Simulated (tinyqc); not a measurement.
Quantum-confined Stark effect in a modulator well: one step. Contrast at the operating point. Three cases, with inputs chosen for the exercise.

Problem. With a Gaussian line of half width G, the absorption at E_op = line(0) - dE is proportional to strength x exp(-ln2 ((E_op - line)/G)^2); continuum absorption is left out. Give it at both fields, relative to the zero-field peak.

Constants: hc = 1239.841984 eV nm.

Case 1.

Values chosen (out of a larger set: near those of an InGaAsP well in InP; not measured data): dE = 16 meV (operating point below the zero-field line); G = 6 meV (half width of the exciton line).

Results:
```
F (kV/cm)  lam (angstrom)  Eb (meV)  line (eV)        nm  overlap^2/lam^2 (1e-4/angstrom^2)
0.00              166.406    6.0144   0.892200  1389.646                           0.342025
68.00             185.244    5.2764   0.878637  1411.097                           0.145346
```

Case 2.

Values chosen (out of a larger set: near those of an InGaAs well in InAlAs; not measured data): dE = 28 meV (operating point below the zero-field line); G = 4 meV (half width of the exciton line).

Results:
```
F (kV/cm)  lam (angstrom)  Eb (meV)  line (eV)        nm  overlap^2/lam^2 (1e-4/angstrom^2)
0.00              172.520    5.7836   0.806246  1537.796                           0.328556
136.00            191.305    5.1094   0.781416  1586.661                           0.127635
```

Case 3.

Values chosen (out of a larger set: near those of an InGaAsP well in InP; not measured data): dE = 11 meV (operating point below the zero-field line); G = 6 meV (half width of the exciton line).

Results:
```
F (kV/cm)  lam (angstrom)  Eb (meV)  line (eV)        nm  overlap^2/lam^2 (1e-4/angstrom^2)
0.00              156.404    6.4954   0.880129  1408.705                           0.388756
79.00             173.106    5.7380   0.865871  1431.901                           0.175435
```

Give: E_op; wavelength; absorption without and with the field.

Solution.

Case 1.

E_op = 0.8762 eV
wavelength = 1415.0 nm

absorption without and with the field: 0.0072  0.38

The field changes the absorption by +0.37 of the zero-field peak. With dE above 2G the Gaussian tail at zero field is weak; real tails fall only exponentially and absorb more.

Case 2.

E_op = 0.7782 eV
wavelength = 1593.1 nm

absorption without and with the field: 1.8e-15  0.25

The field changes the absorption by +0.25 of the zero-field peak. With dE above 2G the Gaussian tail at zero field is weak; real tails fall only exponentially and absorb more.

Case 3.

E_op = 0.8691 eV
wavelength = 1426.5 nm

absorption without and with the field: 0.097  0.37

The field changes the absorption by +0.27 of the zero-field peak. The zero-field tail still absorbs here, since dE is no more than 2G, which costs insertion loss.

Computed by tinyqc, one run a case: `OMP_NUM_THREADS=1 python tinyqc.py N N+1 out.jsonl` with N = 1250928, 1251009, 1251017; one thread of a shared Intel(R) Xeon(R) Processor @ 2.30GHz, about 0.1 s a run at most.
